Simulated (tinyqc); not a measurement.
# Worked calculation: short-channel transistor, virtual-source model with series resistance

Program tinyqc, `OMP_NUM_THREADS=1 python tinyqc.py 2380096 2380097 out.jsonl`; Intel Xeon 2.30GHz, shared host, one thread, about 0.01 s. Printed values are rounded.

The current per gate width is the charge at the top of the source barrier (the virtual source) times its velocity times a saturation function; al and be are fitting constants of the model. Units: I in uA/um, Rs in ohm um, so I Rs = 1e-6 I Rs in volts; Q in uC/cm^2, so I = 1e-4 Q vx0 Fsat with vx0 in cm/s.

Parameters, values chosen for the exercise: temperature T = 273 K; inversion capacitance Cinv = 2.91 uF/cm^2; velocity at the virtual source vx0 = 5.37e6 cm/s; apparent mobility mu = 1400 cm^2/(V s); channel length L = 16 nm; threshold at zero drain voltage VT0 = 0.307 V; drain-induced barrier lowering dl = 0.081 V/V; subthreshold factor n0 = 1.28; growth of n with drain voltage nd = 0.1 1/V; threshold shift (in units of Vt) from weak to strong inversion al = 3.5; sharpness of saturation be = 1.6; series resistance of each contact Rs = 150 ohm um; gate voltage Vgs = 0.6 V; drain voltage Vds = 0.6 V.

Constants: q = 1.602176634e-19 C, kB = 1.380649e-23 J/K, Vt = kB T/q. Results are converted to the units shown.

## Iteration 1: current through the series resistance

I at the start = 0 uA/um

Intrinsic voltages Vg' = Vgs - I Rs, Vd' = Vds - 2 I Rs. n = n0 + nd Vd', VT = VT0 - dl Vd', Ff = 1/(1 + exp((Vg' - VT + al Vt/2)/(al Vt))), Q = Cinv n Vt ln(1 + exp((Vg' - VT + al Vt Ff)/(n Vt))), Vdsat = (vx0 L/mu)(1 - Ff) + Vt Ff, Fsat = u/(1 + u^be)^(1/be) with u = Vd'/Vdsat, and I(out) = Q vx0 Fsat per width. (Fsat takes the sign of u.) I(new) = I + 0.3 (I(out) - I).

Vg' = 0.6 V
Vd' = 0.6 V
VT = 0.2584 V
Ff = 0.00948305
Q = 0.996330 uC/cm^2
Vdsat = 0.00630204 V
Fsat = 0.999574
I(out) = 534.801 uA/um
I after iteration 1 = 160.440 uA/um

## Iteration 2: current through the series resistance

As before.

Vg' = 0.575934 V
Vd' = 0.551868 V
VT = 0.262299 V
Ff = 0.0132674
Q = 0.915862 uC/cm^2
Vdsat = 0.00636784 V
Fsat = 0.999504
I(out) = 491.574 uA/um
I after iteration 2 = 259.780 uA/um

## Iteration 3: current through the series resistance

As before.

Vg' = 0.561033 V
Vd' = 0.522066 V
VT = 0.264713 V
Ff = 0.0163217
Q = 0.866210 uC/cm^2
Vdsat = 0.00642095 V
Fsat = 0.999451
I(out) = 464.899 uA/um
I after iteration 3 = 321.316 uA/um

## Course of the iteration: current through the series resistance

Stop when I changes by less than 1e-7 uA/um, or after 80 iterations.

Course of the iteration:

| iteration | I (uA/um) | \|change\| (uA/um) |
|---|---|---|
| 1 | 160.440 | 160 |
| 2 | 259.780 | 99.3 |
| 3 | 321.316 | 61.5 |
| 4 | 359.447 | 38.1 |
| 5 | 383.080 | 23.6 |
| 6 | 397.731 | 14.7 |
| 7 | 406.814 | 9.08 |
| 8 | 412.445 | 5.63 |
| 9 | 415.937 | 3.49 |
| ... | ... | ... |
| 38 | 421.635 | 3.34e-6 |
| 39 | 421.635 | 2.07e-6 |
| 40 | 421.635 | 1.28e-6 |
| 41 | 421.635 | 7.97e-7 |
| 42 | 421.635 | 4.94e-7 |
| 43 | 421.635 | 3.06e-7 |
| 44 | 421.635 | 1.90e-7 |
| 45 | 421.635 | 1.18e-7 |
| 46 | 421.635 | 7.30e-8 |

Converged in 46 iterations. At the end each change is about 0.62 times the one before: linear convergence.

## What the series resistance costs

converged I = 421.635 uA/um
I0 = 534.801 uA/um

Intrinsic voltages Vg' = Vgs - I Rs, Vd' = Vds - 2 I Rs. n = n0 + nd Vd', VT = VT0 - dl Vd', Ff = 1/(1 + exp((Vg' - VT + al Vt/2)/(al Vt))), Q = Cinv n Vt ln(1 + exp((Vg' - VT + al Vt Ff)/(n Vt))), Vdsat = (vx0 L/mu)(1 - Ff) + Vt Ff, Fsat = u/(1 + u^be)^(1/be) with u = Vd'/Vdsat, and I = Q vx0 Fsat per width. I0 is the current for Rs = 0. Effective velocity I/Q; transit time L Q/I.

loss against I0 = 21.1604 %
effective velocity = 5.36646e6 cm/s
transit time = 0.298148 ps

The carriers leave the virtual source at 99.9 % of vx0: the device is in saturation.
